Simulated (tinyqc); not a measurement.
p-type polysilicon, carrier trapping at grain boundaries: two steps of the calculation.

One-dimensional grains of size Lg, uniform ionised doping N, monovalent traps Qt at each boundary at a depth Et below (for electrons) or above (for holes) the band edge there, abrupt depletion of width W on each side of a boundary, Boltzmann statistics. xi is the distance from the band edge at the grain centre to the Fermi level. Trapped charge Qt/(1 + exp((xi + VB - Et)/Vt)) = 2 N W, barrier VB = q N W^2/(2 eps0 eps_r).

Inputs (values chosen for the exercise); values of the order met in polycrystalline silicon:

| symbol | value | unit | meaning |
|---|---|---|---|
| T | 300 | K | temperature |
| eps_r | 11.7 |  | relative permittivity |
| NB | 2.65e19 | cm^-3 | valence-band density of states at T |
| Lg | 260 | nm | grain size |
| Qt | 1.6e12 | cm^-2 | trap density of a grain boundary |
| Et | 0.39 | eV | depth of the trap level from the majority band edge at the boundary |
| ms | 0.49 | m0 | mass for thermionic emission |
| fe | 0.12 |  | correction factor of the emission rate |
| mug | 64 | cm^2/(V s) | mobility inside the grains |
| N | 1.7e17 | cm^-3 | doping |

Constants: q = 1.602176634e-19 C, kB = 1.380649e-23 J/K, m0 = 9.1093837015e-31 kg, Vt = kB T/q, eps0 = 8.8541878128e-14 F/cm where lengths are in cm. Results are converted to the units shown.

Task 1. New W. Partly depleted grain, xi = Vt ln(NB/N): f = 1/(1 + exp((xi + VB - Et)/Vt)), g = Qt f - 2 N W, g' = -2 Qt f (1 - f) VB/(W Vt) - 2 N, W(new) = W - g/g'.

W at the start = 38 nm

Wanted: VB; f; g; g'; W after iteration 1.

Result 1.

VB = 0.1898 V
f = 0.9367
g = 2.067e11 cm^-2
g' = -7.068e10 cm^-2/nm
W after iteration 1 = 40.92 nm

Task 2. Resistivity and effective mobility. n0 = NB exp(-xi/Vt); mean density n0 (1 - 2 W/Lg) by charge balance in a partly depleted grain, and n0 (sqrt(pi)/2) erf(u)/u with u = sqrt(VB/Vt) in a fully depleted one; v = sqrt(kB T/(2 pi ms m0)); barrier resistivity Vt exp(VB/Vt)/(q fe n0 v Lg); grain resistivity (1 - 2 W/Lg)/(q n0 mug); effective mobility 1/(q mean density total resistivity).

W = 40.287275 nm
xi = 0.13052937 V
VB = 0.21336860 V

Find: n0; mean density; v; barrier resistivity; grain resistivity; resistivity; effective mobility.

Result 2.

n0 = 1.7000e17 cm^-3
mean density = 1.1732e17 cm^-3
v = 3.8430e6 cm/s
barrier resistivity = 304.05 ohm cm
grain resistivity = 0.39589 ohm cm
resistivity = 304.45 ohm cm
effective mobility = 0.17475 cm^2/(V s)

The resistivity is 531 times that of a single crystal with the same N and mobility mug, and the mean density is 69.0 % of N.

Program tinyqc, `OMP_NUM_THREADS=1 python tinyqc.py 2830298 2830299 out.jsonl`; Intel Xeon 2.30GHz, shared host, one thread, about 0.01 s.
